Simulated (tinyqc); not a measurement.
Trap density from one capacitance.

Question. Traps spread evenly through the insulator exchange electrons with the semiconductor by tunnelling, with tau(x) = t0 exp(2 ka x) at depth x from the interface. The admittance per area Y seen at depth x obeys dY/dx = -Y^2/(i w eps0 eox) + q Nb ln(1 + i w tau)/tau, with Y(0) = i w Cs and w = 2 pi f; the gate sees Y(tox) = G + i w C. Working variable y = Y/(i w), in uF/cm^2. Cox = eps0 eox/tox. Find Nb and G/w.

Values chosen for this exercise: relative permittivity of the insulator eox = 8.41; insulator thickness tox = 7.9 nm; semiconductor capacitance in accumulation Cs = 1.3 uF/cm^2; decay constant of the wave function in the insulator ka = 4.8 1/nm; time constant of a trap at the interface t0 = 4e-10 s; frequency f = 100 Hz.

Constants: q = 1.602176634e-19 C, eps0 = 8.8541878128e-14 F/cm where lengths are in cm. Results are converted to the units shown.

C = 0.58424131 uF/cm^2

Solution. C rises steadily with Nb, so one density matches; in practice ka and t0 must come from the frequency dependence.

Nb = 6.40e18 cm^-3 eV^-1
G/w = 0.00441 uF/cm^2

Program tinyqc, `OMP_NUM_THREADS=1 python tinyqc.py 2202240 2202241 out.jsonl`; Intel Xeon 2.30GHz, shared host, one thread, about 0.5 s.
